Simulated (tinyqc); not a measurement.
# Resonant-tunnelling diode, transfer matrices and Tsu-Esaki current: two studies

Emitter (band edge 0), barrier d1, well Lw, barrier d2, collector (edge -V). The bias drops linearly over these layers and none in the contacts; each layer is cut into ns equal slices, flat at the value of their centres. E is the energy of motion across the layers, C = hbar^2/(2 m0), psi and psi'/m are continuous. Transport is coherent, T(E) is taken as independent of the transverse momentum, and charge in the well is ignored.

Values chosen for this exercise; masses and offsets of a made-up heterostructure:

| symbol | value | unit | meaning |
|---|---|---|---|
| T | 300 | K | temperature |
| mw | 0.19 | m0 | mass in the well, spacer and contacts |
| U1 | 0.56 | eV | barrier height |
| m1 | 0.3 | m0 | barrier mass |
| d1 | 1.1 | nm | emitter barrier |
| Lw | 2.9 | nm | well width |
| d2 | 1.1 | nm | collector barrier |
| ns | 3 |  | slices in each layer |
| Ef | 0.065 | eV | Fermi energy of both contacts above their band edges |
| V | 0.12 | V | bias of the collector |

Constants: q = 1.602176634e-19 C, kB = 1.380649e-23 J/K, hbar = 1.054571817e-34 J s, m0 = 9.1093837015e-31 kg, Vt = kB T/q, hbar^2/(2 m0) = 0.0380998212 eV nm^2. Results are converted to the units shown.

Each table varies one quantity; the others keep the values above.

## Current against voltage

For the pair (psi, psi'/m) a flat layer has M = [[cos kd, (m/k) sin kd], [-(k/m) sin kd, cos kd]] with k = sqrt(m (E - U)/C) above its edge U, and M = [[cosh Kd, (m/K) sinh Kd], [(K/m) sinh Kd, cosh Kd]] with K = sqrt(m (U - E)/C) below it. Later slices stand to the left. With M acting on (psi, psi'/m) and v = k/m in each lead, T(E) = 4 vL vR/[(vL vR M12 - M21)^2 + (vR M11 + vL M22)^2]. J = J0 times the integral over E > 0 of T(E) N(E), N = ln[(1 + exp((Ef - E)/Vt))/(1 + exp((Ef - V - E)/Vt))], J0 = q^2 mw m0 kB T/(2 pi^2 hbar^3) (times 1e-4 for A/cm^2 per eV). The integral is converged to the digits shown.

Results:
```
V (V)	J (kA/cm^2)
0.02	57.38
0.047	137.7
0.101	303.0
0.128	365.8
0.155	383.0
0.181	302.1
0.208	34.90
0.235	18.83
0.262	15.98
0.289	15.85
0.316	17.24
```

Estimate the missing row, V = 0.074 V.

Computed row:
```
V (V)	J (kA/cm^2)
0.074	221.8
```

With this row back in the table: Among the rows the current peaks at 383 kA/cm^2 at V = 0.155 V and falls to 15.9 kA/cm^2 at 0.289 V, a ratio of 24.2. At zero bias the resonance lies at 0.101 eV and the centre of the well takes the share 0.500 of the bias, so the level should reach the emitter band edge near V = 0.203 V; beyond that only the tail of the broadened level (width 3.07 meV at zero bias) and off-resonant tunnelling carry current. Without scattering and space charge the valley comes out far lower than in a real diode.

## Effect of the emitter barrier

Same model as above.

The resonance is the first maximum of T(E) for E > 0, G its full width at half maximum.

Effect of the emitter barrier:
```
d1 (nm)	Er (eV)	Tp	G (meV)	J (kA/cm^2)
0.7	0.04346	0.9538	6.352	836.1
0.9	0.04211	0.9651	4.177	585.5
1.1	0.04031	0.7175	3.203	350.4
1.3	0.03839	0.4235	2.754	186.1
1.5	0.03648	0.2174	2.538	91.86
1.7	0.03465	0.1037	2.426	43.54
1.9	0.03292	0.04767	2.361	20.21
```

What does the comparison show?

As d1 grows from 0.7 to 1.9 nm, G falls from 6.35 to 2.36 meV, Tp goes from 0.954 through a maximum of 0.965 (at d1 = 0.9 nm among the rows listed) to 0.0477, and J falls from 836 to 20.2 kA/cm^2. The product G Tp changes by a factor of 0.0186 and J by 0.0242; the rest comes from the shift of Er (0.0435 to 0.0329 eV) against the supply function and from current off resonance. In 1 of the 7 rows a layer is thinner than 0.8 nm, a few atomic planes, where an effective mass is a rough description.

tinyqc, about 0.2 s, one thread, Intel Xeon 2.30GHz (shared host): `OMP_NUM_THREADS=1 python tinyqc.py 2600027 2600028 out.jsonl`
